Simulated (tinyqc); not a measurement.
# Electron mobility in a silicon inversion layer, empirical terms and Matthiessen rule: two studies

Inversion layer of sheet density Ns on a uniformly doped body. The mobility terms are empirical power laws with prefactors chosen for the exercise; adding their inverses (Matthiessen) is itself an approximation.

Parameters, values chosen for the exercise; material values close to those of silicon:
- T = 250 K (temperature)
- Eg = 1.12 eV (band gap)
- eps_r = 11.7 (relative permittivity of the semiconductor)
- Nc = 2.15e19 cm^-3 (conduction-band density of states at T)
- Nv = 2e19 cm^-3 (valence-band density of states at T)
- Nb = 2.3e18 cm^-3 (body doping)
- Vsb = 0 V (reverse body bias)
- eta = 0.5 (weight of the inversion charge in the effective field)
- Ap = 407 cm^2/(V s) (phonon-limited mobility at 1 MV/cm and 300 K)
- As = 621 cm^2/(V s) (roughness-limited mobility at 1 MV/cm)
- gs = 2 (exponent of the roughness term)
- Ac = 3800 cm^2/(V s) (Coulomb prefactor)
- Nit = 2e10 cm^-2 (charge at the interface)
- Ns = 3.5e12 cm^-2 (inversion density)

Constants: q = 1.602176634e-19 C, kB = 1.380649e-23 J/K, Vt = kB T/q, eps0 = 8.8541878128e-14 F/cm where lengths are in cm. Results are converted to the units shown.

Each table varies one quantity; the others keep the values above.

## Effect of the charge at the interface

ni = sqrt(Nc Nv) exp(-Eg/(2 Vt)), Eg in volts; Ndep = sqrt(2 eps0 eps_r Nb (2 Vt ln(Nb/ni) + Vsb)/q); E = q (Ndep + eta Ns)/(eps0 eps_r), in MV/cm. With t = T/(300 K): muC = Ac (Ns/1e12 cm^-2) t/(Nb/1e17 cm^-3 + Nit/1e11 cm^-2), muP = Ap E^(-1/3) t^(-1.75), muS = As E^(-gs); 1/mu is the sum of the inverses.

The same in every row: E (MV/cm) = 1.1247; muP (cm^2/(V s)) = 538.45; muS (cm^2/(V s)) = 490.93.

Results:

| Nit (cm^-2) | muC (cm^2/(V s)) | mu (cm^2/(V s)) |
|---|---|---|
| 1e10 | 479.80 | 167.27 |
| 1e11 | 461.81 | 165.03 |
| 3.2e11 | 423.03 | 159.79 |
| 1e12 | 335.86 | 145.53 |
| 3.2e12 | 201.52 | 112.91 |
| 1e13 | 90.108 | 66.703 |

Estimate the missing row, Nit = 3.2e10 cm^-2.

Computed row:

| Nit (cm^-2) | muC (cm^2/(V s)) | mu (cm^2/(V s)) |
|---|---|---|
| 3.2e10 | 475.27 | 166.72 |

With this row back in the table: As Nit goes from 1e10 to 1e13 cm^-2, E stays at 1.12 MV/cm and mu falls from 167 to 66.7 cm^2/(V s). The Coulomb term is the smallest in the first and the last row.

## Effect of the body doping

Same model as above.

Result of one run:

| Nb (cm^-3) | E (MV/cm) | muC (cm^2/(V s)) | muP (cm^2/(V s)) | muS (cm^2/(V s)) | mu (cm^2/(V s)) |
|---|---|---|---|---|---|
| 2.3e18 | 1.125 | 477.7 | 538.5 | 490.9 | 167.0 |

What becomes of these results when the body doping Nb is changed from 2.3e18 to 1e18 cm^-3, all else the same?

Result of the changed run:

| Nb (cm^-3) | E (MV/cm) | muC (cm^2/(V s)) | muP (cm^2/(V s)) | muS (cm^2/(V s)) | mu (cm^2/(V s)) |
|---|---|---|---|---|---|
| 1e18 | 0.8239 | 1087 | 597.3 | 914.9 | 271.2 |

The whole series:

| Nb (cm^-3) | E (MV/cm) | muC (cm^2/(V s)) | muP (cm^2/(V s)) | muS (cm^2/(V s)) | mu (cm^2/(V s)) |
|---|---|---|---|---|---|
| 2e16 | 0.3419 | 2.771e4 | 800.8 | 5312 | 678.8 |
| 4.4e16 | 0.3785 | 1.732e4 | 774.1 | 4334 | 632.8 |
| 9.7e16 | 0.4340 | 9473 | 739.6 | 3298 | 567.9 |
| 2.1e17 | 0.5154 | 4819 | 698.4 | 2338 | 483.8 |
| 4.7e17 | 0.6436 | 2262 | 648.6 | 1499 | 377.2 |
| 1e18 | 0.8239 | 1087 | 597.3 | 914.9 | 271.2 |
| 2.3e18 | 1.125 | 477.7 | 538.5 | 490.9 | 167.0 |
| 5e18 | 1.550 | 220.8 | 483.8 | 258.4 | 95.55 |

As Nb goes from 2e16 to 5e18 cm^-3, E rises from 0.342 to 1.55 MV/cm and mu falls from 679 to 95.5 cm^2/(V s). The smallest term is the phonon one in the first row and the Coulomb one in the last. At Nb = 5e18 cm^-3 E passes 1.5 MV/cm, beyond the usual range of such laws.

Program tinyqc, `OMP_NUM_THREADS=1 python tinyqc.py 2510121 2510122 out.jsonl`; Intel Xeon 2.30GHz, shared host, one thread, about 0.01 s.
